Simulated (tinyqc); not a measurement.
Heisenberg magnet: exchange from energy differences, ordering vector, linear spin waves and ordering temperature. Inputs raised by 5 %, one at a time. Computed by tinyqc, a small Python program. Command: `OMP_NUM_THREADS=1 python tinyqc.py 3003957 3003958 out.jsonl magnon sens`. One thread of a shared host (Intel(R) Xeon(R) Processor @ 2.30GHz), about 1 s of CPU time with the checks.

H = -sum over pairs <ij> J_ij S_i.S_j - K sum_i (S_i^z)^2, each pair once, J > 0 ferromagnetic. First neighbours: 8 at a (0.5, 0.5, 0.5), second: 6 at a (1, 0, 0), with all permutations and signs.

Inputs (values chosen for the exercise, for a model magnet):

| quantity | value | unit |
|---|---|---|
| exchange J1 | 1.53 | meV |
| exchange J2 | 0.23 | meV |
| spin S | 2 | - |
| single-ion anisotropy K | 0.021 | meV |
| lattice constant a | 4.44 | angstrom |
| mesh divisions n | 24 | - |

Lattice: bcc. Order: ferromagnetic.

wave vector q (2 pi/a): 0.44  0.4  0.35

Constants: h x 1 THz = 4.135667696 meV; k_B = 8.617333262e-05 eV/K.

Method:
- J(q) = J1 g1(q) + J2 g2(q), g_s(q) = sum over shell s of cos(q.R).
- g_s(q) = sum over shell s of cos(q.R), z1 = g1(0). E(q) = S [J(0) - J(q)] + (2S - 1) K, J(q) = J1 g1 + J2 g2. The factor 2S - 1 removes the anisotropy for S = 1/2.
- sum R_x^2 over the shells is s1 = 2 a^2 and s2 = 2 a^2. E = gap + D q^2 with D = (S/2)(J1 s1 + J2 s2) and gap = (2S - 1) K.
- Mesh: q = sum_i (m_i + 1/2)/n b_i, m_i = 0..n-1, b = [[0, 1, 1], [1, 0, 1], [1, 1, 0]] in 2 pi/a; <..> is the mean over the mesh.
- K left out. Mean field: k_B T = S (S + 1) J(Q)/3 at the ordering vector Q; random-phase (Tyablikov): k_B T = [S (S + 1)/3] / <1/(J(Q) - J(q))>; Curie-Weiss theta = S (S + 1) J(0)/(3 k_B).

Runs:

| input moved | from | to | E(q) (meV) | gap (meV) | mean-field ordering temperature (K) | random-phase ordering temperature (K) |
|---|---|---|---|---|---|---|
| base run | - | - | 28.80 | 0.06300 | 316.1 | 235.9 |
| exchange J1 (meV) | 1.53 | 1.6065 | 29.99 | 0.06300 | 330.3 | 246.4 |
| exchange J2 (meV) | 0.23 | 0.2415 | 29.04 | 0.06300 | 317.7 | 237.3 |
| spin S | 2 | 2.1 | 30.24 | 0.06720 | 343.0 | 256.0 |
| single-ion anisotropy K (meV) | 0.021 | 0.02205 | 28.80 | 0.06615 | 316.1 | 235.9 |
| lattice constant a (angstrom) | 4.44 | 4.662 | 28.80 | 0.06300 | 316.1 | 235.9 |

Exponents ln(y'/y) / ln(x'/x):

| input | E(q) | gap | mean-field ordering temperature | random-phase ordering temperature |
|---|---|---|---|---|
| exchange J1 | 0.831 | 0.000 | 0.901 | 0.885 |
| exchange J2 | 0.174 | 0.000 | 0.104 | 0.120 |
| spin S | 1.001 | 1.323 | 1.672 | 1.672 |
| single-ion anisotropy K | 0.002 | 1.000 | 0.000 | 0.000 |
| lattice constant a | 0.000 | 0.000 | 0.000 | 0.000 |

Among the inputs moved here: E(q) answers most in size to spin S (exponent +1.001), next to exchange J1 (+0.831); its exponent is below 0.0005 for lattice constant a. gap answers most in size to spin S (exponent +1.323), next to single-ion anisotropy K (+1.000); its exponent is below 0.0005 for exchange J1, exchange J2, lattice constant a. Its exponent +1.000 in single-ion anisotropy K: the gap of a ferromagnet is proportional to K. mean-field ordering temperature answers most in size to spin S (exponent +1.672), next to exchange J1 (+0.901); its exponent is below 0.0005 for single-ion anisotropy K, lattice constant a. Random-phase ordering temperature answers most in size to spin S (exponent +1.672), next to exchange J1 (+0.885); its exponent is below 0.0005 for single-ion anisotropy K, lattice constant a.
